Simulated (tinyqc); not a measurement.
# Thermal resistances of a two-die stack

Question. Heat leaves through the lower die only, and the system is linear. Find the resistance R1 from the lower die to the coolant, R2 between the dies, and the rise of the upper die when both are powered.

Values chosen for this exercise:
- P1 = 17 W (power of the lower die)
- P2 = 3.7 W (power of the upper die)

rises of the lower and upper die with only the lower one powered (K): 5.44  5.44
rises of the lower and upper die with only the upper one powered (K): 1.184  2.886

Solution. With only the lower die powered no heat crosses R2, so both dies rise by P1 R1; the difference in the second test is P2 R2; rises add.

R1 = 0.320 K/W
R2 = 0.460 K/W
rise of the upper die = 8.33 K

Program tinyqc, `OMP_NUM_THREADS=1 python tinyqc.py 2162029 2162030 out.jsonl`; Intel Xeon 2.30GHz, shared host, one thread, about 0.03 s.
